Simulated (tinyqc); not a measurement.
Length of a polyene: Hueckel, PPP and singles CI along the polyenes. Computed by the program tinyqc. Hueckel uses the same beta without repulsion; CIS keeps all single excitations and so misses the low, doubly excited 2Ag state. W is the valence ionisation energy of a centre, MN the Mataga-Nishimoto formula, f the oscillator strength.

All-trans chains of carbon centres 1.40 angstrom apart:
```
parameter                               value
beta (eV), times 1 +/- alternation  -2.130000
alternation                          0.100000
W (eV)                              11.160000
gamma_rr (eV)                        9.660000
repulsion formula                          MN
```

Gaps and excitations (eV):
```
centres  Hueckel gap  PPP orbital gap  bright singlet (CIS)      f  lowest triplet (CIS)
2              4.686            9.668                 7.025  0.602                 2.347
4              3.146            7.655                 5.081  0.926                 1.621
6              2.442            6.657                 4.186  1.281                 1.294
8              2.045            6.069                 3.667  1.612                 1.120
12             1.617            5.425                 3.100  2.221                 0.948
14             1.491            5.235                 2.933  2.510                 0.902
```

Estimate the missing row, centres = 10.

Computed row:
```
centres  Hueckel gap  PPP orbital gap  bright singlet (CIS)      f  lowest triplet (CIS)
10             1.792            5.688                 3.331  1.924                 1.015
```

The Hueckel gap tends to 4 x alternation x |beta| = 0.85 eV for long chains. Exchange opens the PPP orbital gap, and the attraction of electron and hole brings the bright state 2.30 eV below it at 14 centres; the triplet lies 2.03 eV lower still.
